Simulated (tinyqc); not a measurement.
Thermal, flicker and telegraph noise of a field-effect transistor: one step, computed by the program tinyqc.

Strong inversion, threshold roll-off and channel-length modulation left out; noise sources are uncorrelated and are given as one-sided spectral densities.

Problem. Flicker noise. C_ox = 3.9 eps_0/t; V_c = 2 v_s L/mu; I = W C_ox v_s V_ov^2/(V_ov + V_c); g_m = W C_ox v_s V_ov (V_ov + 2 V_c)/(V_ov + V_c)^2; g_d0 = mu C_ox (W/L) V_ov. Tunnelling length lambda = hbar/(2 sqrt(2 m_ox phi)); flat-band noise S_Vfb = e^2 k_B T lambda N_t/(W L C_ox^2 f). S_I = g_m^2 S_Vfb (1 + alpha_sc mu C_ox I/g_m)^2.

Inputs (values chosen for the exercise, modelled on a high-k silicon transistor):
```
quantity,value,unit
width W,250,micrometre
length L,920,nm
electrical oxide thickness t,2.3,nm
mobility mu,340,cm^2/(V s)
saturation velocity v_s,1,1e7 cm/s
overdrive V_ov,0.43,V
oxide trap density N_t,3.2e+18,1/(eV cm^3)
oxide barrier phi,2.3,eV
oxide mass m_ox,0.27,m_0
Coulomb scattering coefficient alpha_sc,4500,V s/C
frequency f,10,Hz
temperature T,400,K
```

Operating region: saturation. Flicker model: number with correlated mobility.

drain current I = 11880.05 microampere

Constants: eps_0 = 8.8541878128e-12 F/m; hbar = 1.054571817e-34 J s; m_0 = 9.1093837015e-31 kg; e = 1.602176634e-19 C; k_B = 8.617333262e-05 eV/K.

Give: tunnelling length lambda; S_Vfb; flicker S_I; flicker S_I/I^2.

Solution.

tunnelling length lambda = 1.238 angstrom

S_Vfb = 6.764e-13 V^2/Hz

flicker S_I = 4.384e-15 A^2/Hz

flicker S_I/I^2 = 3.107e-11 1/Hz
